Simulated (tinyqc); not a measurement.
## Band offsets from two capacitances

Inverse problem. A p-n heterojunction (1: p-type, 2: n-type) in the depletion approximation obeys 1/C^2 = 2 (er1 N1 + er2 N2)(Vbi - V)/(q eps0 er1 er2 N1 N2), with Vbi = dEc + Eg1 - Vt ln(Nc2 Nv1/(N1 N2)), dEc = Ec2 - Ec1 and dEv = Eg2 - Eg1 - dEc. Find N2, Vbi, dEc and dEv.

Values chosen for this exercise; band and dielectric values those of a made-up pair:
```
symbol,value,unit,meaning
T,250,K,temperature
Eg1,0.787,eV,band gap of material 1
er1,15.7,,relative permittivity of material 1
Nv1,6.34e18,cm^-3,valence-band density of states of material 1
Eg2,1.28,eV,band gap of material 2
er2,14.3,,relative permittivity of material 2
Nc2,4.47e17,cm^-3,conduction-band density of states of material 2
N1,1.7e16,cm^-3,acceptor density of material 1
```

Constants: q = 1.602176634e-19 C, kB = 1.380649e-23 J/K, Vt = kB T/q, eps0 = 8.8541878128e-14 F/cm where lengths are in cm. Results are converted to the units shown.

C at V = -0.5 and -3.8 V (nF/cm^2): 17.501616  10.245456

Answer. The slope of 1/C^2 against -V is (2/(q eps0)) (1/(er2 N2) + 1/(er1 N1)), which gives N2; the intercept is Vbi, and the offsets follow.

N2 = 7.200e15 cm^-3
Vbi = 1.220 V
dEc = 0.6500 eV
dEv = -0.1570 eV

Numbers from tinyqc (`OMP_NUM_THREADS=1 python tinyqc.py 2040002 2040003 out.jsonl`; about 0.04 s on one thread of a shared Intel Xeon 2.30GHz).
